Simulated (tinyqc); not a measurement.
Worked calculation: band-to-band tunnelling and avalanche in a reverse-biased abrupt junction. Computed by tinyqc, a small Python program that keeps every step. Command: `OMP_NUM_THREADS=1 python tinyqc.py 3013072 3013073 out.jsonl zener walk`. One thread of a shared host (Intel(R) Xeon(R) Processor @ 2.30GHz), about 0.01 s of CPU time with the checks. Intermediate numbers are printed to about 7 digits and carried at full precision; extremes and crossings named in words are read from the listed rows.

Direct Kane tunnelling in the local field (for indirect gaps the mass is an effective fit) and one ionisation coefficient for both carriers. N is the doping of the light side, or N_A N_D/(N_A + N_D) for the symmetric junction; the built-in voltage is taken as E_g/e.

Inputs (values chosen for the exercise, modelled on germanium):

| quantity | value | unit |
|---|---|---|
| band gap at 300 K, E_g | 0.668 | eV |
| gap narrowing with temperature, -dE_g/dT | 0.36 | meV/K |
| reduced tunnelling mass m_r | 0.039 | m_0 |
| permittivity eps | 16 | - |
| ionisation prefactor a | 1.3e+07 | 1/cm |
| ionisation field at 300 K, b | 1.37e+06 | V/cm |
| relative rise of b with temperature | 8.6 | 1e-4/K |
| effective doping N | 1.3e+17 | 1/cm^3 |
| reverse bias V_R | 0.56 | V |
| current density that defines tunnel breakdown, J_0 | 10 | A/cm^2 |
| temperature T | 200 | K |

Junction: symmetric.

Constants: eps_0 = 8.8541878128e-12 F/m; e = 1.602176634e-19 C; m_0 = 9.1093837015e-31 kg; hbar = 1.054571817e-34 J s.

## Junction at the given bias

E_g(T) = E_g - (T - 300 K)(-dE_g/dT); b(T) = b [1 + (rise)(T - 300 K)]; w = sqrt(2 eps eps_0 (V_R + E_g/e)/(e N)); F_m = 2 (V_R + E_g/e)/w; the field falls linearly from F_m to 0 on both sides.

E_g(T) = 0.704 eV

depletion width w = 131.1282 nm

peak field F_m = 0.1927885 MV/cm

shortest tunnelling distance E_g/(e F_m) = 36.51671 nm

## Kane coefficients and peak generation rate

Kane: G(F) = A F^2 exp(-B/F), A = e^2 sqrt(m_r)/(18 pi hbar^2 sqrt(E_g)), B = pi sqrt(m_r) E_g^(3/2)/(2 e hbar), SI units; J = e int G dx x V_R/(V_R + E_g/e), the last factor making J vanish at zero bias; int G dx = (w/F_m) int_0^F_m G dF by 64 Gauss-Legendre points.

A = 2.290769e+20 1/(cm s V^2)

B = 6.637961 MV/cm

B/F_m = 34.43132

G(F_m) = 9.480078e+15 1/(cm^3 s)

Caution: V_R is below E_g/e, so the field drops by more than a quarter along the tunnelling path and the local Kane formula overestimates the current.

## Tunnel current and multiplication

Avalanche: I = (w/F_m) int_0^F_m a exp(-b/F) dF by 64 Gauss-Legendre points, M = 1/(1 - I), breakdown at I = 1.

tunnel current density = 2.301972e-10 A/cm^2

ionisation integral I = 0.03104965

The estimate e G(F_m) w (F_m/B) V_R/(V_R + E_g/e), which keeps only the region near the peak, gives 2.56e-10 A/cm^2.

## Which breakdown comes first?

V_Z solves J = J_0 and V_A solves I = 1; the lower one is the breakdown voltage; temperature coefficients by a central difference of +/- 10 K.

tunnel breakdown V_Z = 6.839341 V

avalanche breakdown V_A = 2.774773 V

breakdown voltage = 2.774773 V

dV_Z/dT = -9.419186 mV/K

dV_A/dT = 5.745428 mV/K

Avalanche comes first, at 3.9 E_g/e. V_Z falls on heating because the gap shrinks, and V_A rises because carriers lose more energy to phonons. Caution: V_A is below about 5 E_g/e, where the local law understates it, since it ignores the distance a carrier needs to reach the ionisation energy.

## Against the doping

The formulas are those given above.

Breakdown:

| N (1/cm^3) | V_Z (V) | V_A (V) | F_m at breakdown (MV/cm) | first |
|---|---|---|---|---|
| 2.60e+15 | 2.491510e+02 | 5.626114e+01 | 0.1830320 | avalanche |
| 6.50e+15 | 1.084992e+02 | 2.773051e+01 | 0.2044633 | avalanche |
| 1.60e+16 | 4.787842e+01 | 1.395773e+01 | 0.2303501 | avalanche |
| 3.90e+16 | 2.119899e+01 | 7.094507e+00 | 0.2622853 | avalanche |
| 7.80e+16 | 1.113056e+01 | 4.160855e+00 | 0.2929666 | avalanche |
| 1.30e+17 | 6.839341e+00 | 2.774773e+00 | 0.3198310 | avalanche |
| 2.60e+17 | 3.418829e+00 | 1.545938e+00 | 0.3637540 | avalanche |
| 6.50e+17 | 1.196551e+00 | 6.122156e-01 | 0.4399021 | avalanche |
| 1.60e+18 | 2.610347e-01 | 1.160389e-01 | 0.5447698 | avalanche |

Avalanche comes first in every row. Across the table V_Z + E_g/e scales as N^-0.87 and V_A as N^-0.96: tunnelling needs a nearly fixed field, while avalanche in a thinner layer needs a higher one. Rows with V_Z below E_g/e understate it, since the local Kane formula overestimates the current there. Rows with V_A below about 5 E_g/e understate it, since the local law ignores the distance a carrier needs to reach the ionisation energy; silicon and germanium junctions change over near 4 to 6 E_g/e.

Checks made by the program: field integral against adaptive quadrature in x (relative difference 7e-10).
